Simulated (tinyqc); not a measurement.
Adding atomic layers: valley splitting of a silicon quantum well in envelope theory.

The well lies at 0 < z < L; U(z) = V0 [1/(1 + exp(z/w)) + 1/(1 + exp((L - z)/w))] - e F z, 1 mV/nm = 1e-4 eV/angstrom. The envelope psi solves -(c/ml) psi'' + U psi = E psi, c = hbar^2/2m0, by three-point differences on a grid of 0.1 angstrom from -40 to L + 40 angstrom. The two valleys at +/- k0 couple through D = C0 times the integral of exp(-i q z) U(z) psi^2, q = 2 k0 (2 pi/a), and split by Ev = 2|D|.

Constants: hbar^2/2m0 = 3.80998211 eV angstrom^2.

Values chosen for the exercise (near those of a strained Si well in SiGe; shifted at random, so the results belong to these values and not to a real crystal): V0 = 0.2 eV (conduction offset); ml = 0.908 m0 (mass along z); F = 14 mV/nm (field pressing towards the upper interface); k0 = 0.833 2 pi/a (valley position); a = 5.431 angstrom (lattice constant); C0 = 0.261 (Bloch overlap factor); Ls = (56, 57.4, 58.7, 60.1, 61.4, 62.8, 64.1, 65.5) angstrom (widths in steps of one atomic layer, a/4, rounded to the grid); F2 = 0 mV/nm (second field, zero or weak); w1 = 0.6 angstrom (interface width for this table).

The smooth splitting Ev = 2|D| with w = w1, at the field F2 and at F.

Results:

| L (angstrom) | q L mod 2 pi | Ev at F2 (micro-eV) | Ev at F (micro-eV) |
|---|---|---|---|
| 56.0 | 1.12 | 6.70 | 74.5 |
| 57.4 | 3.82 | 26.7 | 75.5 |
| 58.7 | 0.04 | 19.1 | 74.9 |
| 60.1 | 2.74 | 14.6 | 74.7 |
| 61.4 | 5.25 | 23.8 | 75.0 |
| 62.8 | 1.66 | 1.20 | 74.4 |
| 64.1 | 4.17 | 21.3 | 74.8 |
| 65.5 | 0.58 | 9.81 | 74.5 |

At F2 the splitting swings between 1.2 and 26.7 micro-eV, a ratio of 22.2, as the two interfaces add with the phase q L, which advances on average by 2.62 rad a layer. At F the ratio is 1.01, where in the first row psi^2 at the upper interface is 81.6 times that at the lower one: one interface dominates and the interference fades.

Program tinyqc; command `OMP_NUM_THREADS=1 python tinyqc.py 1252194 1252195 out.jsonl`; about 0.1 s on one thread of a shared Intel(R) Xeon(R) Processor @ 2.30GHz.
